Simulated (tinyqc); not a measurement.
What moves the results: exciton in an atomically thin sheet (Rytova-Keldysh potential). A value that a table varies takes the place of the one given here.

Relative motion in the plane with V(k) = -2 pi q/(k (kap + r0 k)), q = e^2/(4 pi eps0), c = hbar^2/2m0. Normalised Gaussians exp(-a_i r^2): with A = a_i + a_j, S_ij = 2 sqrt(a_i a_j)/A, T_ij = (4c/mu)(a_i a_j/A) S_ij, V_ij = -q S_ij times the integral over k from 0 to infinity of exp(-k^2/4A)/(kap + r0 k).

Converged values use 20 Gaussians with exponents 2^i/b^2, i = -11 to 8, b the larger of a0 kap/(2 mu) and sqrt(a0 r0/mu), a0 = 0.5291772 angstrom; p states use r exp(i theta) exp(-a r^2).

Constants: hbar^2/2m0 = 3.80998211 eV angstrom^2; e^2/(4 pi eps0) = 14.39964547 eV angstrom; Ry = 13.60569312 eV.

Inputs chosen for the exercise (near those of a MoSe2 monolayer; the results hold for these values, not for the real material): r0 = 54.1 angstrom (screening length of the sheet); kaps = (1, 2, 3, 4, 6, 9, 15) (surroundings); me = 0.527 m0 (electron mass); mh = 0.591 m0 (hole mass); kap = 2.45 (mean dielectric constant of the surroundings); Eg = 1.912 eV (gap, in these surroundings).

## Dielectric surroundings

mu = 0.278584 m0

Converged 1s and 2s bindings; the hydrogen value is 4 Ry mu/kap^2.

Bindings (meV):

| kap | 1s | 2s | 2s line - 1s line | hydrogen 1s | 1s/2s |
|---|---|---|---|---|---|
| 1.00 | 468.0 | 230.3 | 237.7 | 15161 | 2.03 |
| 2.00 | 317.1 | 123.0 | 194.0 | 3790 | 2.58 |
| 3.00 | 239.2 | 77.6 | 161.5 | 1685 | 3.08 |
| 4.00 | 189.9 | 53.5 | 136.4 | 948 | 3.55 |
| 6.00 | 130.3 | 29.7 | 100.6 | 421 | 4.39 |
| 9.00 | 83.5 | 15.5 | 68.0 | 187 | 5.38 |
| 15.0 | 42.6 | 6.4 | 36.3 | 67 | 6.68 |

The 1s binding falls by a factor 11.0 where the hydrogen model gives 225; the local exponent d ln E/d ln kap moves from -0.56 to -1.31, towards -2. The ratio 1s/2s climbs from 2.0 to 6.7, towards the hydrogen value 9, as r0/kap shrinks from 54.1 to 3.6 angstrom.

## What each parameter does

1/mu = 1/me + 1/mh; converged values. Eg is held fixed when kap or r0 changes: the shrinking of the gap by stronger screening, which offsets most of the shift of the 1s line, is left out. Each row changes one parameter from the base and keeps the others.

Results:

| case | 1s binding (meV) | 2s - 1s (meV) | 2s - 2p (meV) | 1s line (eV) |
|---|---|---|---|---|
| base | 276.9 | 178.3 | 27.7 | 1.635 |
| me = 0.632 m0 | 285.8 | 182.0 | 28.8 | 1.626 |
| mh = 0.473 m0 | 266.3 | 173.8 | 26.3 | 1.646 |
| kap = 3.19 | 228.2 | 156.3 | 21.4 | 1.684 |
| r0 = 64.9 angstrom | 245.6 | 154.6 | 24.9 | 1.666 |
| Eg = 2.01 eV | 276.9 | 178.3 | 27.7 | 1.733 |

The largest shifts from the base row, up to three for each result and ties (the steps differ in size, so this ranks the rows, not the parameters). 1s binding (meV): kap -48.7, r0 -31.3, mh -10.6; unchanged at the printed digits by Eg. 2s - 1s (meV): r0 -23.7, kap -22.0, mh -4.5; unchanged at the printed digits by Eg. 2s - 2p (meV): kap -6.3, r0 -2.8, mh -1.3; unchanged at the printed digits by Eg. 1s line (eV): Eg +0.098, kap +0.049, r0 +0.031.

Run: tinyqc, `OMP_NUM_THREADS=1 python tinyqc.py 1280261 1280262 out.jsonl`; Intel(R) Xeon(R) Processor @ 2.30GHz, one thread, shared host; about 0.02 s of CPU time with all checks.
